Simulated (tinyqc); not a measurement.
Size effects in the resistivity of thin metal films and interconnect lines: one step, computed by the program tinyqc. Command: `OMP_NUM_THREADS=1 python tinyqc.py 3028195 3028196 out.jsonl size walk`. One thread of a shared host (Intel(R) Xeon(R) Processor @ 2.30GHz), about 0.01 s of CPU time with the checks.

Electrons lose their drift at surfaces (a share 1 - p of the hits) and at grain boundaries (reflection R), besides bulk scattering. The line sits in a trench with a non-conducting liner on both walls and the bottom; the spacing equals the drawn width.

Question. Grain boundaries. Mayadas-Shatzkes: alpha = (lambda/D) R/(1 - R); rho_b/rho = 1 - 3 alpha/2 + 3 alpha^2 - 3 alpha^3 ln(1 + 1/alpha).

Inputs (values chosen for the exercise, modelled on aluminium): bulk mean free path lambda = 20 nm; grain-boundary reflection R = 0.51.

Geometry: line.

grain size D = 70.2 nm

Give: alpha; rho/rho_b from grains.

Answer.

alpha = 0.2965

rho/rho_b from grains = 1.421

The linear estimate 1 + 3 alpha/2 gives 1.445, within 2 %.
